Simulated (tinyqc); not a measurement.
From results back to parameters: nanosheet or nanowire with hard walls, valleys of the Si type. Three cases, with inputs chosen for the exercise.

Problem. In a hard-walled rectangle E(n, l) = c pi^2 (n^2/(m_y W^2) + l^2/(m_z H^2)), c = hbar^2/2m0. Two levels were computed from hidden W and H.

Constants: hbar^2/2m0 = 3.80998211 eV angstrom^2.

Find: width term; height term; W; H.

Method. The difference of the two levels is three times the width term; the rest of E(1, 1) is the height term.

Case 1.

Values chosen (out of a larger set: near those of Si; not measured data): m_y = 0.192 m0 (mass across the width); m_z = 0.927 m0 (mass along the height).

E(1, 1) = 0.012515 eV
E(2, 1) = 0.025226 eV

Solution.

width term = 4.24 meV
height term = 8.28 meV
W = 215.0 angstrom
H = 70.0 angstrom

Case 2.

Values chosen (out of a larger set: near those of Si; not measured data): m_y = 0.191 m0 (mass across the width); m_z = 0.9 m0 (mass along the height).

E(1, 1) = 0.265173 eV
E(2, 1) = 0.921421 eV

Solution.

width term = 218.75 meV
height term = 46.42 meV
W = 30.0 angstrom
H = 30.0 angstrom

Case 3.

Values chosen (out of a larger set: near those of Si; not measured data): m_y = 0.19 m0 (mass across the width); m_z = 0.902 m0 (mass along the height).

E(1, 1) = 0.036498 eV
E(2, 1) = 0.081393 eV

Solution.

width term = 14.96 meV
height term = 21.53 meV
W = 115.0 angstrom
H = 44.0 angstrom

Computed by tinyqc, one run a case: `OMP_NUM_THREADS=1 python tinyqc.py N N+1 out.jsonl` with N = 1281394, 1281397, 1281409; one thread of a shared Intel(R) Xeon(R) Processor @ 2.30GHz, about 0.05 s a run at most.
